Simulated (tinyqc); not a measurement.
Thickness, silicon consumed, volume change, sheet resistance: thermodynamics of metal silicides: hull, first phase, silicon consumed, nucleation and stability against SiO2. Computed by tinyqc, a small Python program. Command: `OMP_NUM_THREADS=1 python tinyqc.py 3022132 3022133 out.jsonl silphase walk`. One thread of a shared host (Intel(R) Xeon(R) Processor @ 2.30GHz), about 0.01 s of CPU time with the checks.

Entropies of formation of the solids are neglected, so heats stand for free energies. Si fractions: M5Si3 0.3750, MSi 0.5000, MSi2 0.6667.

Inputs (values chosen for the exercise, of the order of those of tungsten silicides for heats and volumes only): molar volume of M = 9.55 cm^3/mol; molar volume of Si = 12.06 cm^3/mol; metal thickness t = 20 nm.

Phases: M5Si3, MSi, MSi2.

volumes of the three phases per mole of M (cm^3/mol): 13.7  16.9  24.3

resistivities of the three phases (microohm cm): 39  26  22

Method. Per phase M_a Si_b, for ample silicon (not limited to t_Si): silicide thickness = t V/V_M; silicon consumed = t (b/a) V_Si/V_M; net volume change = V/(V_M + (b/a) V_Si) - 1; the top surface lies (silicide thickness - silicon consumed) above the old interface; sheet resistance = resistivity/thickness.

Films:
```
phase  thickness (nm)  Si consumed (nm)  volume change (%)  top above old interface (nm)  sheet resistance (ohm)
M5Si3          28.691            15.154            -18.384                        13.537                  13.593
MSi            35.393            25.257            -21.795                        10.136                   7.346
MSi2           50.890            50.513            -27.829                         0.377                   4.323
```

silicon consumed by MSi = 25.257 nm

sheet resistance of MSi = 7.3462 ohm

For a given sheet resistance the silicon consumed goes as resistivity x (b/a)/V: M5Si3 1.71, MSi 1.54, MSi2 1.81. It is least for MSi, which matters on shallow junctions and thin silicon. All three reactions shrink the total volume.

Extremes, crossings and ranges named in words are read from the listed rows.
